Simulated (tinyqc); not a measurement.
Inside a calculation. Method: plane-wave Kohn-Sham cycle with exchange-only LDA in a layered model solid. Computed by tinyqc, a small Python program that keeps every step. Settings: points = 16, plane-wave index or count = 3, electrons = 2, k points = 2, area = 29.0, mixing = 0.1, iteration cap = 75, Pulay depth = 3. Command: `OMP_NUM_THREADS=1 python tinyqc.py 21455 21456 out.jsonl` (the two numbers bound the seeds that draw the settings). One thread of a shared host (Intel(R) Xeon(R) Processor @ 2.60GHz), about 0.02 s of CPU time with the checks. Later iterations appear only in the table of the cycle.

## Iteration 1: potential

A solid whose potential varies along x alone (atomic units):
```
parameter                      value
period a                   17.100000
cross-section of the cell  29.000000
electrons per cell                 2
grid points                       16
plane waves -n..n, n               3
k points                           2
V1 in V1 cos(2 pi x/a)     -0.740000
V2 in V2 cos(4 pi x/a)     -0.010000
```

density at the start, on the grid x_j = j a/N (e/bohr^3): 0.00403307  0.00403307  0.00403307  0.00403307  0.00403307  0.00403307  0.00403307  0.00403307  0.00403307  0.00403307  0.00403307  0.00403307  0.00403307  0.00403307  0.00403307  0.00403307

V_H(G) = 4 pi rho(G)/G^2 for G != 0 (uniform background); v_x = -(3 rho/pi)^(1/3); V = V_ext + V_H + v_x; Fourier components f(G_m) = (1/N) sum_j f(x_j) exp(-i G_m x_j).

Potentials on the grid (hartree):
```
x              V_ext       V_H        v_x          V
0.000000   -0.750000  0.000000  -0.156748  -0.906748
1.068750   -0.690742  0.000000  -0.156748  -0.847490
2.137500   -0.523259  0.000000  -0.156748  -0.680007
3.206250   -0.276115  0.000000  -0.156748  -0.432863
4.275000    0.010000  0.000000  -0.156748  -0.146748
5.343750    0.290257  0.000000  -0.156748   0.133509
6.412500    0.523259  0.000000  -0.156748   0.366511
7.481250    0.676600  0.000000  -0.156748   0.519852
8.550000    0.730000  0.000000  -0.156748   0.573252
9.618750    0.676600  0.000000  -0.156748   0.519852
10.687500   0.523259  0.000000  -0.156748   0.366511
11.756250   0.290257  0.000000  -0.156748   0.133509
12.825000   0.010000  0.000000  -0.156748  -0.146748
13.893750  -0.276115  0.000000  -0.156748  -0.432863
14.962500  -0.523259  0.000000  -0.156748  -0.680007
16.031250  -0.690742  0.000000  -0.156748  -0.847490
```

V(G_m), m = 0, 1, 2, ... (hartree): -0.156748  -0.370000  -0.005000  0.000000  0.000000  0.000000  0.000000

## Iteration 1: Hamiltonian at one k

k = 0.250000 2 pi / a

H(m,m') = (k + G_m)^2/2 delta + V(G_m - G_m'), with V(-G) = V(G).

H (hartree):
```
           -3         -2         -1         +0         +1         +2         +3
-3   0.353760  -0.370000  -0.005000   0.000000   0.000000   0.000000   0.000000
-2  -0.370000   0.049987  -0.370000  -0.005000   0.000000   0.000000   0.000000
-1  -0.005000  -0.370000  -0.118776  -0.370000  -0.005000   0.000000   0.000000
+0   0.000000  -0.005000  -0.370000  -0.152529  -0.370000  -0.005000   0.000000
+1   0.000000   0.000000  -0.005000  -0.370000  -0.051271  -0.370000  -0.005000
+2   0.000000   0.000000   0.000000  -0.005000  -0.370000   0.184997  -0.370000
+3   0.000000   0.000000   0.000000   0.000000  -0.005000  -0.370000   0.556276
```

## Iteration 1: levels at that k

Diagonalise the Hermitian matrix.

eigenvalues (hartree): -0.747930  -0.434065  -0.125075  0.175151  0.428981  0.682650  0.842731

## Iteration 1: new density

Motion across x is left out: the lowest 1 band(s) hold two electrons at each of the k points (j + 1/2)/nk - 1/2. Residual R = rho(out) - rho(in); rho(new) = rho(in) + 0.1 R. rho(out) = 2/(a A nk) sum |psi|^2 with psi = sum c exp(i G x). Harris energy E = band energy - dV sum rho (V_H/2 + v_x) + (3/4) dV sum rho v_x with rho(in), dV = a A/N, band energy = (2/nk) sum of the filled levels.

rho(out) (e/bohr^3): 0.02041849  0.01510331  0.00585369  0.00102414  0.00006291  0.00000443  0.00000511  0.00000041  0.00000266  0.00000041  0.00000511  0.00000443  0.00006291  0.00102414  0.00585369  0.01510331

density after iteration 1 (e/bohr^3): 0.00567161  0.00514009  0.00421513  0.00373218  0.00363605  0.00363021  0.00363028  0.00362980  0.00363003  0.00362980  0.00363028  0.00363021  0.00363605  0.00373218  0.00421513  0.00514009

energy per cell = -1.41748599 hartree

## Iteration 2: potential

As before.

Potentials on the grid (hartree):
```
x              V_ext        V_H        v_x          V
0.000000   -0.750000   0.082036  -0.175614  -0.843578
1.068750   -0.690742   0.070966  -0.169947  -0.789723
2.137500   -0.523259   0.044483  -0.159072  -0.637848
3.206250   -0.276115   0.014786  -0.152749  -0.414078
4.275000    0.010000  -0.011064  -0.151426  -0.152490
5.343750    0.290257  -0.031304  -0.151345   0.107607
6.412500    0.523259  -0.045767  -0.151346   0.326146
7.481250    0.676600  -0.054447  -0.151339   0.470813
8.550000    0.730000  -0.057340  -0.151342   0.521317
9.618750    0.676600  -0.054447  -0.151339   0.470813
10.687500   0.523259  -0.045767  -0.151346   0.326146
11.756250   0.290257  -0.031304  -0.151345   0.107607
12.825000   0.010000  -0.011064  -0.151426  -0.152490
13.893750  -0.276115   0.014786  -0.152749  -0.414078
14.962500  -0.523259   0.044483  -0.159072  -0.637848
16.031250  -0.690742   0.070966  -0.169947  -0.789723
```

V(G_m), m = 0, 1, 2, ... (hartree): -0.156338  -0.341040  -0.002180  -0.000152  -0.000240  -0.000049  0.000019

## Iteration 2: Hamiltonian at one k

k = 0.250000 2 pi / a

As before.

H (hartree):
```
           -3         -2         -1         +0         +1         +2         +3
-3   0.354171  -0.341040  -0.002180  -0.000152  -0.000240  -0.000049   0.000019
-2  -0.341040   0.050397  -0.341040  -0.002180  -0.000152  -0.000240  -0.000049
-1  -0.002180  -0.341040  -0.118366  -0.341040  -0.002180  -0.000152  -0.000240
+0  -0.000152  -0.002180  -0.341040  -0.152119  -0.341040  -0.002180  -0.000152
+1  -0.000240  -0.000152  -0.002180  -0.341040  -0.050861  -0.341040  -0.002180
+2  -0.000049  -0.000240  -0.000152  -0.002180  -0.341040   0.185408  -0.341040
+3   0.000019  -0.000049  -0.000240  -0.000152  -0.002180  -0.341040   0.556686
```

## Iteration 2: levels at that k

As before.

eigenvalues (hartree): -0.692829  -0.396799  -0.108792  0.169399  0.401698  0.644770  0.807869

## Iteration 2: new density

B (overlaps of the stored error matrices):
```
               1              2
1  6.8352091e-04  6.0607478e-04
2  6.0607478e-04  5.3752529e-04
```

Motion across x is left out: the lowest 1 band(s) hold two electrons at each of the k points (j + 1/2)/nk - 1/2. Residual R = rho(out) - rho(in); rho(new) = rho(in) + 0.1 R; Pulay mixing then takes sum c_i of the stored mixed densities, with c from B_ij = sum R_i R_j as in DIIS. rho(out) = 2/(a A nk) sum |psi|^2 with psi = sum c exp(i G x). Harris energy E = band energy - dV sum rho (V_H/2 + v_x) + (3/4) dV sum rho v_x with rho(in), dV = a A/N, band energy = (2/nk) sum of the filled levels.

rho(out) (e/bohr^3): 0.02005710  0.01497759  0.00600972  0.00114750  0.00008820  0.00000681  0.00000479  0.00000039  0.00000205  0.00000039  0.00000479  0.00000681  0.00008820  0.00114750  0.00600972  0.01497759

DIIS coefficients: -7.705095  8.705095

density after iteration 2 (e/bohr^3): 0.01819431  0.01370373  0.00577734  0.00148219  0.00054762  0.00047600  0.00047425  0.00047037  0.00047184  0.00047037  0.00047425  0.00047600  0.00054762  0.00148219  0.00577734  0.01370373

energy per cell = -1.31361542 hartree

## Convergence

Stop when sqrt(dV sum R^2) is below 1e-8, dV = a A/N.

Course of the cycle:
```
iteration  E (hartree)  norm of the residual
1          -1.41748599              1.46e-01
2          -1.31361542              1.29e-01
3          -0.92473120              4.56e-02
4          -0.95121284              8.60e-02
5          -0.92623498              3.69e-02
6          -0.92154022              3.60e-03
7          -0.92148117              1.42e-03
8          -0.92153916              4.07e-04
9          -0.92153957              1.19e-04
10         -0.92153971              1.05e-04
11         -0.92154077              3.40e-05
...                ...                   ...
16         -0.92154102              2.16e-06
17         -0.92154102              1.61e-06
18         -0.92154102              1.37e-06
19         -0.92154102              3.95e-07
20         -0.92154102              3.50e-07
21         -0.92154102              5.96e-08
22         -0.92154102              5.39e-08
23         -0.92154102              2.10e-08
24         -0.92154102              1.65e-08
25         -0.92154102              1.44e-08
26         -0.92154102              4.62e-09
```

Converged in 26 iterations. Before convergence this energy mixes input and output and is not variational, so it may rise towards its limit.
